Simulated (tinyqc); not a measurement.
# Mobility and doping from two currents

Inverse problem. A trap-free film with injecting contacts is fitted, with diffusion neglected, by J = q mu N V/Lf + (9/8) eps0 eps_r mu V^2/Lf^3. Find mu, N and the voltage at which both terms are equal.

Inputs (values chosen for the exercise): relative permittivity eps_r = 13.7; film thickness Lf = 630 nm.

Constants: q = 1.602176634e-19 C, eps0 = 8.8541878128e-14 F/cm where lengths are in cm. Results are converted to the units shown.

J at 3.2 and 15 V (A/cm^2): 103.14911  956.84743

Answer. J/V is a straight line in V: the slope gives mu and the intercept mu N.

mu = 0.4900 cm^2/(V s)
N = 1.900e16 cm^-3
crossover voltage = 8.854 V

Numbers from tinyqc (`OMP_NUM_THREADS=1 python tinyqc.py 2730112 2730113 out.jsonl`; about 0.9 s on one thread of a shared Intel Xeon 2.30GHz).
